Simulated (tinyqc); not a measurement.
Against voltage: leakage through a gate insulator: direct, Fowler-Nordheim, trap-assisted and Poole-Frenkel currents. Computed by tinyqc, a small Python program. Command: `OMP_NUM_THREADS=1 python tinyqc.py 3029801 3029802 out.jsonl oxideleak walk`. One thread of a shared host (Intel(R) Xeon(R) Processor @ 2.30GHz), about 0.01 s of CPU time with the checks.

Electrons enter from the cathode Fermi level at x = 0; the conduction band of the insulator lies phi_b - e F x above it, F = V/t. WKB exponents use a parabolic band with mass m.

Inputs (values chosen for the exercise, with an insulator like HfO2):
```
quantity                     value   unit
thickness t                    5.2     nm
barrier phi_b                 1.48     eV
tunnelling mass m             0.19    m_0
static constant eps_ox        21.6      -
trap depth phi_t              0.98     eV
trap density N_t           2.9e+19  cm^-3
attempt rate nu_0            2e+13    1/s
activation of capture E_a    0.097     eV
temperature T                  250      K
```

Constants: e = 1.602176634e-19 C; hbar = 1.054571817e-34 J s; hbar^2/(2 m_0) = 3.80998212 eV angstrom^2; k_B = 8.617333262e-05 eV/K.

Method:
- For a level a distance phi(x) below the band, the WKB exponent is 2 int kappa dx with kappa = sqrt(m phi/(hbar^2/2m_0)); for a linear barrier from phi_1 down to phi_2 = max(phi_1 - e F d, 0) it is G = (4/3) sqrt(m/(hbar^2/2m_0)) (phi_1^(3/2) - phi_2^(3/2))/(e F).
- J_tun = e^3 F^2/(16 pi^2 hbar m phi_b) x exp(-G) / [1 - sqrt(phi_2/phi_b)]^2 with the free-electron mass in the cathode (m in m_0), phi_2 = max(phi_b - e V, 0): direct tunnelling for e V < phi_b, Fowler-Nordheim above. Image forces, back-flow and the limit on supply are left out, so J_tun is overstated below about 0.5 V.
- A trap at depth x lies phi_t below the band. Capture: tunnel at the cathode Fermi level from 0 to x (G_in from phi_1 = phi_b), rate nu_0 exp(-G_in - E_c/k_B T) with E_c = E_a + max(phi_b - phi_t - e F x, 0), the last term being the height of the trap above the cathode Fermi level. Emission: tunnel from the trap level to the anode (G_out from phi_1 = phi_t over t - x), rate nu_0 exp(-G_out - E_a/k_B T). Re-emission to the cathode follows from detailed balance, rate_back = rate_in exp(dE/k_B T) with dE = phi_b - phi_t - e F x. Each trap passes R = rate_in rate_out/(rate_in + rate_back + rate_out) electrons per second; filling from the anode is left out.
- J_TAT = e N_t int_0^t R dx by the midpoint rule on 400 intervals; the most effective depth is the midpoint with the largest R, rounded to 0.01 nm.

Currents:
```
V (V)  F (MV/cm)  J_tun (A/cm^2)  J_TAT (A/cm^2)  best depth (nm)
0.62       1.192      1.8277e-03      1.1129e-04             4.19
1.26       2.423      7.4589e-02      6.5420e-01             2.18
1.90       3.654      3.1070e+01      1.3680e+01             1.49
2.54       4.885      2.2390e+03      9.0847e+01             1.11
3.17       6.096      3.0889e+04      3.0210e+02             0.90
3.81       7.327      1.9547e+05      7.5261e+02             0.75
4.45       8.558      7.6377e+05      1.5556e+03             0.64
5.08       9.769      2.1646e+06      2.7842e+03             0.57
5.72      11.000      5.0710e+06      4.5249e+03             0.50
```

The larger current changes between 0.62 and 1.26 V (to J_TAT) and between 1.26 and 1.9 V (to J_tun). Over the range J_tun grows by 9.4 decades and J_TAT by 7.6. The best depth moves towards the cathode as the field rises. The highest rows may lie beyond breakdown.

Extremes, crossings and ranges named in words are read from the listed rows.
